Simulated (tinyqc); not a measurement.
Four-band model of biased bilayer graphene near K: one step. Levels and layer polarisation. Three cases, with inputs chosen for the exercise.

Task: Diagonalise; the weight on layer 1 is that of A1 and B1.

Give: levels; weights; weight on layer 1.

Case 1.

H (eV), lower triangle (Hermitian):
```
                     A1                  B1                   A2        B2
A1            -0.190000
B1  -0.209378+0.273355i           -0.190000
A2   0.006136-0.008010i            0.347000             0.190000
B2  -0.017640-0.023030i  0.006136-0.008010i  -0.209378+0.273355i  0.190000
```

Result:

levels (eV): -0.6458  -0.1423  0.1557  0.6324

weights:
```
    band 1  band 2  band 3  band 4
A1   0.313   0.362   0.299   0.027
B1   0.511   0.001   0.354   0.134
A2   0.143   0.334   0.002   0.522
B2   0.033   0.304   0.345   0.318
```

weight on layer 1: 0.823  0.363  0.653  0.161

Band 2 has 36 % of its weight on layer 1, the layer of lower potential, and band 3 has 65 %; the dimer sites hold 36 % of band 3. The filled band leans to the upper layer here: at larger k the middle bands approach two displaced cones, each still mixed over both layers by g1, and the top filled one leans to the upper layer.

Case 2.

H (eV), lower triangle (Hermitian):
```
                     A1         B1                   A2        B2
A1            -0.130000
B1  -0.128422+0.110910i  -0.130000
A2                    0   0.358000             0.130000
B2                    0          0  -0.128422+0.110910i  0.130000
```

Result:

levels (eV): -0.4566  -0.1052  0.1052  0.4566

weights:
```
    band 1  band 2  band 3  band 4
A1   0.154   0.742   0.083   0.021
B1   0.571   0.016   0.160   0.253
A2   0.253   0.160   0.016   0.571
B2   0.021   0.083   0.742   0.154
```

weight on layer 1: 0.725  0.757  0.243  0.275

Band 2 has 76 % of its weight on layer 1, the layer of lower potential, and band 3 has 24 %; the dimer sites hold 18 % of band 3.

Case 3.

H (eV), lower triangle (Hermitian):
```
                     A1         B1                   A2        B2
A1            -0.220000
B1  -0.164511+0.188883i  -0.220000
A2                    0   0.417000             0.220000
B2                    0          0  -0.164511+0.188883i  0.220000
```

Result:

levels (eV): -0.6108  -0.1520  0.1520  0.6108

weights:
```
    band 1  band 2  band 3  band 4
A1   0.236   0.656   0.092   0.016
B1   0.574   0.048   0.203   0.175
A2   0.175   0.203   0.048   0.574
B2   0.016   0.092   0.656   0.236
```

weight on layer 1: 0.809  0.705  0.295  0.191

Band 2 has 70 % of its weight on layer 1, the layer of lower potential, and band 3 has 30 %; the dimer sites hold 25 % of band 3.

Computed by tinyqc, one run a case: `OMP_NUM_THREADS=1 python tinyqc.py N N+1 out.jsonl` with N = 1480720, 1480934, 1481047; one thread of a shared Intel(R) Xeon(R) Processor @ 2.30GHz, about 0.06 s a run at most.
